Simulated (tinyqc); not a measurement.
Inside a calculation. Method: RHF in the sto-3g basis, for H6, spin multiplicity 1. Computed by tinyqc, a small Python program that keeps every step (integrals from PySCF). Settings: charge = 0, multiplicity = 1, basis = sto-3g, energy threshold = 1e-09, iteration cap = 64, orthogonalisation = canonical, start = core, DIIS depth = 8, DIIS from iteration = 2, method = RHF. Command: `OMP_NUM_THREADS=1 python tinyqc.py 28068 28069 out.jsonl` (the two numbers bound the seeds that draw the settings). One thread of a shared host (Intel(R) Xeon(R) Processor @ 2.60GHz), about 0.05 s of CPU time with the checks.

Geometry (angstrom):
```
atom         x         y         z
H     0.000000  0.000000  0.000000
H     0.000000  0.000000  0.723000
H     0.000000  0.000000  2.245000
H     0.000000  0.000000  2.968000
H     0.000000  0.000000  4.490000
H     0.000000  0.000000  5.212000
```

Stop when the energy changes by less than 1e-09 hartree and every element of the error matrix X^T (F D S - S D F) X is below 9e-06.

Course of the cycle:
```
iteration  E (hartree)     change  largest element of the error matrix
1          -3.19278823          -                             3.72e-01
2          -3.33207333  -1.39e-01                             3.99e-02
3          -3.33322068  -1.15e-03                             5.17e-03
4          -3.33323984  -1.92e-05                             3.76e-04
5          -3.33324001  -1.73e-07                             2.87e-06
6          -3.33324001  -7.95e-12                             2.43e-07
```

Can the last value be used, and what does the course show?

Yes. Converged in 6 iterations. PySCF RHF in the same basis = -3.33324001 hartree.
